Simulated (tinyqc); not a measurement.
Resistance of a source-drain extension with a graded tip: effect of the gate overdrive.

y runs along the channel, the gate covers y > 0. The doping is N0 for y < y0 and N0 10^(-(y - y0)/la) beyond, uniform over the depth xj. Sheet conductance s(y) = q mu(N) max(N - Nch, 0) xj + (for y > 0) ma Cox Vo, with mu(N) = u0 + (u1 - u0)/(1 + (N/Nr)^au) and Cox = eps0 eox/tox. Current is taken as one-dimensional; depletion of the tip, spreading and the contact are left out. The metallurgical junction lies at yj, where N = Nch.

R_spacer = integral of dy/s from -Ls to 0, R_ov from 0 to yj, R_channel = (Lg - 2 yj)/(ma Cox Vo), R_total = 2 R_spacer + 2 R_ov + R_channel. Electrical length L_eff = ma Cox dR_total/d(1/Vo); R_series = R_total - L_eff/(ma Cox Vo).

Inputs (values chosen for the exercise); mobility law close to that of electrons in silicon:
```
symbol,value,unit,meaning
eox,7.52,,relative permittivity of the gate insulator (close to silicon nitride)
tox,2.9,nm,insulator thickness
N0,5.8e19,cm^-3,active doping of the extension far from the gate
la,6,nm/decade,lateral abruptness
y0,-0.9,nm,position under the gate where the fall begins (gate edge at 0)
xj,25,nm,depth of the extension
Nch,1.5e18,cm^-3,channel doping
Ls,6,nm,spacer length
ma,140,cm^2/(V s),mobility of the gate-induced layer
u1,1414,cm^2/(V s),mobility at low doping
u0,68.5,cm^2/(V s),mobility at high doping
Nr,9.2e16,cm^-3,reference doping
au,0.711,,exponent
Lg,60,nm,gate length
```

Constants: q = 1.602176634e-19 C, eps0 = 8.8541878128e-14 F/cm where lengths are in cm. Results are converted to the units shown.

The same in every row: yj (nm) = 8.624; R_spacer (ohm um) = 3.313.

Effect of the gate overdrive:

| Vo (V) | R_ov (ohm um) | R_channel (ohm um) | R_total (ohm um) | L_eff (nm) | R_series (ohm um) |
|---|---|---|---|---|---|
| 0.15 | 37.68 | 886.7 | 968.7 | 44.22 | 51.59 |
| 0.3 | 27.78 | 443.3 | 505.5 | 45.31 | 35.60 |
| 0.45 | 22.66 | 295.6 | 347.5 | 46.21 | 28.05 |
| 0.6 | 19.37 | 221.7 | 267.0 | 46.96 | 23.53 |
| 0.75 | 17.02 | 177.3 | 218.0 | 47.62 | 20.49 |
| 0.9 | 15.25 | 147.8 | 184.9 | 48.19 | 18.31 |
| 1.05 | 13.84 | 126.7 | 161.0 | 48.71 | 16.66 |
| 1.2 | 12.70 | 110.8 | 142.9 | 49.17 | 15.38 |

As Vo goes from 0.15 to 1.2, R_total falls from 969 to 143 ohm um, L_eff rises from 44.2 to 49.2 nm and R_series falls from 51.6 to 15.4 ohm um. Both extracted quantities depend on the overdrive at which they are taken.

Program tinyqc, `OMP_NUM_THREADS=1 python tinyqc.py 2282162 2282163 out.jsonl`; Intel Xeon 2.30GHz, shared host, one thread, about 0.04 s.
